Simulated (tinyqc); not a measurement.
## Doping and flat-band voltage from two insulator thicknesses

Problem. A junctionless wire is fully depleted at VT = Vfb - q Nd R^2/(4 eps0 eps_r) - q Nd R^2 ln(1 + tox/R)/(2 eps0 eox). Find Nd and Vfb.

Parameters, values chosen for the exercise; material values those of a made-up semiconductor: relative permittivity of the semiconductor eps_r = 12.4; relative permittivity of the gate insulator eox = 3.9; wire radius R = 5 nm.

Constants: q = 1.602176634e-19 C, eps0 = 8.8541878128e-14 F/cm where lengths are in cm. Results are converted to the units shown.

VT at tox = 3 and 6.6 nm (V): 0.23808550  0.10663265

Solution. The difference of the thresholds is proportional to Nd and holds no Vfb.

Nd = 6.10e18 cm^-3
Vfb = 0.460 V

Program tinyqc, `OMP_NUM_THREADS=1 python tinyqc.py 2460145 2460146 out.jsonl`; Intel Xeon 2.30GHz, shared host, one thread, about 0.01 s.
